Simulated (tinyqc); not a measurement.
Zener tunnelling in a reverse-biased junction, two-band WKB: two steps of the calculation.

Abrupt p-n junction, depletion approximation. Energies E are counted from the conduction-band edge of the neutral n side; its Fermi level lies at dn, that of the p side at dn - V, and the valence-band edge of the neutral p side at Em = dn + dp - V. Tunnelling needs 0 < E < Em. Two-band dispersion with equal masses m: inside the gap kappa = sqrt(m u (1 - u/Eg)/C), u the distance from a band edge, C = hbar^2/(2 m0).

Inputs (values chosen for the exercise); band and dielectric values close to those of indium phosphide:
```
symbol    value   unit                                     meaning
T           350      K                                 temperature
Eg         1.34     eV                                    band gap
Nc      7.26e17  cm^-3  conduction-band density of states at 350 K
Nv      1.41e19  cm^-3     valence-band density of states at 350 K
m           0.1     m0        band-edge mass of the two-band model
Na       2.1e19  cm^-3                            acceptor density
Nd       2.7e18  cm^-3                               donor density
V          -2.4      V                          bias of the p side
nE           11                          points of the energy grid
```

Constants: q = 1.602176634e-19 C, kB = 1.380649e-23 J/K, hbar = 1.054571817e-34 J s, h = 6.62607015e-34 J s, m0 = 9.1093837015e-31 kg, Vt = kB T/q, hbar^2/(2 m0) = 0.0380998212 eV nm^2. Results are converted to the units shown.

Question 1. Fermi levels and built-in voltage. Nd = Nc F12(dn/Vt), Na = Nv F12(dp/Vt), F12(x) = (2/sqrt(pi)) int_0^infinity sqrt(u)/(1 + exp(u - x)) du; dn = EF - Ec on the n side, dp = Ev - EF on the p side (negative outside the bands); Vbi = Eg + dn + dp.

Find: dn; dp; Vbi.

Answer 1.

dn = 0.077414 eV
dp = 0.027579 eV
Vbi = 1.4450 V

Boltzmann statistics would give dn = 0.0396 eV and dp = 0.0120 eV. At zero bias the bands of the two sides overlap by dn + dp.

Question 2. Current density on a coarse grid. J = KJ exp(-S) Eb times the integral from 0 to Em of [f(E - dn) - f(E - dn + V)] [1 - exp(-min(E, Em - E)/Eb)] dE, f(x) = 1/(1 + exp(x/Vt)), with S and Eb from the mean field; J > 0 flows from p to n. KJ = (2 q^2/h) m/(4 pi C) (times 1e14 for A/cm^2 per eV^2). Simpson's rule on nE equally spaced points from 0 to Em.

dn = 0.077413859 eV
dp = 0.027579077 eV
S = 24.285101
Eb = 13.794466 meV

Find: E; difference of the f; transverse factor; integral; KJ; J.

Answer 2.

| point | E (eV) | difference of the f | transverse factor |
|---|---|---|---|
| 0 | 0.0000 | -0.0713 | 0.0000 |
| 1 | 0.2505 | -0.9968 | 1.0000 |
| 2 | 0.5010 | -1.0000 | 1.0000 |
| 3 | 0.7515 | -1.0000 | 1.0000 |
| 4 | 1.0020 | -1.0000 | 1.0000 |
| 5 | 1.2525 | -1.0000 | 1.0000 |
| 6 | 1.5030 | -1.0000 | 1.0000 |
| 7 | 1.7535 | -1.0000 | 1.0000 |
| 8 | 2.0040 | -1.0000 | 1.0000 |
| 9 | 2.2545 | -0.9994 | 1.0000 |
| 10 | 2.5050 | -0.2861 | 0.0000 |

integral = -2.3367 eV
KJ = 1.6183e9 A/(cm^2 eV^2)
J = -0.0014808 A/cm^2

Range of the model: Parabolic densities of states, no band tails and no gap narrowing, all of which matter at such doping.

Numbers from tinyqc (`OMP_NUM_THREADS=1 python tinyqc.py 2620019 2620020 out.jsonl`; about 0.01 s on one thread of a shared Intel Xeon 2.30GHz).
